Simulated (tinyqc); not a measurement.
# Junction field-effect transistor with two gates, gradual channel with velocity saturation: effect of the saturation velocity on saturation

A uniformly doped n-type channel, depleted from both sides by p+ gates; at channel potential V the depleted share of a is u = sqrt((Vbi - Vg + V)/Vp), s at the source. Electrons drift with v = mu E/(1 + mu E/vsat). Abrupt depletion edge, no series resistance, source at 0.

ni = sqrt(Nc Nv) exp(-Eg/(2 Vt)), Eg in volts; Vbi = Vt ln(Na Nd/ni^2); Vp = q Nd a^2/(2 eps0 eps_r); G0 = 2 q mu Nd a W/L; Z = mu Vp/(vsat L); s = sqrt((Vbi - Vg)/Vp). I = (G0 Vp/3) F/(1 + Z (u^2 - s^2)), F = 3 (u^2 - s^2) - 2 (u^3 - s^3), with u at V = Vd; Z = 0 gives constant mobility, for which u stops at 1. The current peaks at u = um, the root of (1 - u)(1 + Z (u^2 - s^2)) = Z F/3; beyond Vdsat = Vp (um^2 - s^2) it is held at that value. gm = G0 (um - s)/(1 + Z (um^2 - s^2)).

Values chosen for this exercise; material values those of a made-up semiconductor:
```
symbol,value,unit,meaning
T,400,K,temperature
eps_r,16,,relative permittivity of the semiconductor
Nc,6.24e17,cm^-3,conduction-band density of states at T
Eg,1.68,eV,band gap
Nv,1.11e19,cm^-3,valence-band density of states at T
Nd,2.5e16,cm^-3,donor density of the channel
a,510,nm,half the channel thickness
mu,5800,cm^2/(V s),low-field mobility at this doping
L,10,um,gate length
W,300,um,gate width
Na,1.9e18,cm^-3,acceptor density of the gates
Vg,-0.8,V,gate voltage
```

Constants: q = 1.602176634e-19 C, kB = 1.380649e-23 J/K, Vt = kB T/q, eps0 = 8.8541878128e-14 F/cm where lengths are in cm. Results are converted to the units shown.

The same in every row: Isat for Z = 0 (mA) = 9.714.

Result of one run:
```
vsat (cm/s)      Z      um  Vdsat (V)  Isat (mA)  gm (mS)
7.7e6        2.770  0.9453     0.9776      5.161    6.264
```

What becomes of these results when the saturation velocity vsat is changed from 7.7e6 to 4.8e6 cm/s, all else the same?

Result of the changed run:
```
vsat (cm/s)      Z      um  Vdsat (V)  Isat (mA)  gm (mS)
4.8e6        4.443  0.9297     0.8700      4.136    4.762
```

The whole series:
```
vsat (cm/s)       Z      um  Vdsat (V)  Isat (mA)  gm (mS)
3e6           7.109  0.9133     0.7589      3.187    3.487
4.8e6         4.443  0.9297     0.8700      4.136    4.762
7.7e6         2.770  0.9453     0.9776      5.161    6.264
1.2e7         1.777  0.9584      1.069      6.114    7.785
2e7           1.066  0.9710      1.159      7.110    9.508
3.1e7        0.6880  0.9794      1.219      7.821    10.83
5e7          0.4265  0.9863      1.268      8.425    12.02
```

As vsat goes from 3e6 to 5e7 cm/s, Vdsat rises from 0.759 to 1.27 V, Isat rises from 3.19 to 8.43 mA and gm rises from 3.49 to 12.0 mS. Isat is 0.328 of the constant-mobility value in the first row and 0.867 in the last.

tinyqc, about 0.06 s, one thread, Intel Xeon 2.30GHz (shared host): `OMP_NUM_THREADS=1 python tinyqc.py 2500066 2500067 out.jsonl`
